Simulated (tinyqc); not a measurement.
Comparisons within one model: round or elliptic silicon nanowire with anisotropic valleys (Ritz method). A value that a table varies takes the place of the one given here.

Wire along x = [100] on a (001) wafer, y = [010], z = [001]. Valley groups, two valleys each (w = inverse masses): A, axis along z: w_y = 1/mt, w_z = 1/ml, m_x = mt; B, axis along y: w_y = 1/ml, w_z = 1/mt, m_x = mt; C, axis along x: w_y = w_z = 1/mt, m_x = ml.

Hard wall on the ellipse (y/a)^2 + (z/b)^2 = 1, c = hbar^2/2m0. With u = y/a, v = z/b the operator is -c [(w_y/a^2) d2/du2 + (w_z/b^2) d2/dv2] on the unit disc. Basis (1 - u^2 - v^2) u^i v^j; S, X and Y are the disc integrals of f f', (df/du)(df'/du) and (df/dv)(df'/dv), from the integral of u^p v^q = 2 Gamma((p+1)/2) Gamma((q+1)/2)/((p + q + 2) Gamma((p+q+2)/2)) for even p, q; H = c (w_y X/a^2 + w_z Y/b^2).

Converged values use 21 functions of each parity class (e or o in u, then in v).

Constants: hbar^2/2m0 = 3.80998211 eV angstrom^2.

Parameters, chosen for this exercise (near those of a Si nanowire; not measured data): ml = 0.928 m0 (longitudinal mass); mt = 0.19 m0 (transverse mass); a = 33 angstrom (semi-axis along y); b = 21 angstrom (semi-axis along z); asp = (0.4, 0.6, 0.8, 1, 1.3, 1.8, 2.5) (ratios a/b); area = 21.8 nm^2 (cross-section, kept fixed); hw = 1 (height over mean width).

## Size of the basis

Lowest level of each group with 1, 3, 6 and 21 even functions.

Levels (meV):
```
functions      A       B       C
1          83.17  147.72  191.65
3          79.93  137.09  183.76
6          79.91  136.55  183.70
21         79.91  136.54  183.70
```

One function errs by 4.1 % for A, 8.2 % for B and 4.3 % for C, six by 3.4e-05, 0.013 and 0.00014 meV. The error grows with the axis ratio of the stretched ellipse (1.41, 3.47, 1.57); for a circle it is 6/5.783 - 1 = 3.7 %.

## Flattening the wire at fixed area

a = sqrt(area x ratio/pi), b = a/ratio, 1 nm^2 = 100 angstrom^2; lowest level of each group.

Levels (eV):
```
a/b  a (angstrom)  b (angstrom)       A       B       C
0.4          16.7          41.7  0.2009  0.0762  0.2368
0.6          20.4          34.0  0.1429  0.0785  0.1880
0.8          23.6          29.5  0.1148  0.0874  0.1711
1.0          26.3          26.3  0.0989  0.0989  0.1671
1.3          30.0          23.1  0.0858  0.1181  0.1726
1.8          35.3          19.6  0.0771  0.1521  0.1950
2.5          41.7          16.7  0.0762  0.2009  0.2368
```

Each group is lowest where its stretched ellipse is a circle, at a/b = sqrt(w_y/w_z): 2.21 for A, 0.45 for B and 1.00 for C. The lowest group is B in the first row and A in the last, A and B crossing at a/b = 1 by symmetry; B - A is -125 meV in the first row and +125 meV in the last.

## Shape of the cross-section

Equal area, hard walls, lowest level of -c (w_y d2/dy2 + w_z d2/dz2), c = hbar^2/2m0. Rectangle W x H with H/W = hw; ellipse with b/a = hw; trapezoid of height H, base W/0.8 and top 0.6 of the base; isosceles triangle of height H and base 2W. Ellipse, trapezoid and triangle by converged Ritz bases; 1 nm^2 = 100 angstrom^2.

Levels:
```
shape      A (eV)  B (eV)  B - A (meV)
rectangle  0.1094  0.1094          0.0
ellipse    0.0989  0.0989          0.0
trapezoid  0.1075  0.1112          3.7
triangle   0.0963  0.1489         52.6
```

W = 46.7 angstrom
H = 46.7 angstrom

For group A the order is triangle, ellipse, trapezoid, rectangle, spanning 14 %. For group B the order is ellipse, rectangle, trapezoid, triangle, spanning 51 %. The ellipse lies below the rectangle for both groups, since corners hold little of the wave function. The triangle is lowest for A, whose light mass lies across the width and gains from the wide base. The spacing B - A of the valley groups runs from 0 to 53 meV.

## What each parameter does

Lowest level of groups A and B. Each row changes one parameter from the base and keeps the others.

Results:
```
case             A (eV)  B (eV)  B - A (meV)
base             0.0799  0.1365         56.6
a = 31 angstrom  0.0869  0.1385         51.6
b = 19 angstrom  0.0860  0.1635         77.5
ml = 1.039 m0    0.0770  0.1350         58.0
mt = 0.209 m0    0.0751  0.1254         50.3
```

The largest shifts from the base row, up to three for each result and ties (the steps differ in size, so this ranks the rows, not the parameters). A (eV): a +0.0070, b +0.0061, mt -0.0048. B (eV): b +0.0269, mt -0.0111, a +0.0019. B - A (meV): b +20.8, mt -6.3, a -5.0.

Program tinyqc; command `OMP_NUM_THREADS=1 python tinyqc.py 1281220 1281221 out.jsonl`; about 0.03 s on one thread of a shared Intel(R) Xeon(R) Processor @ 2.30GHz.
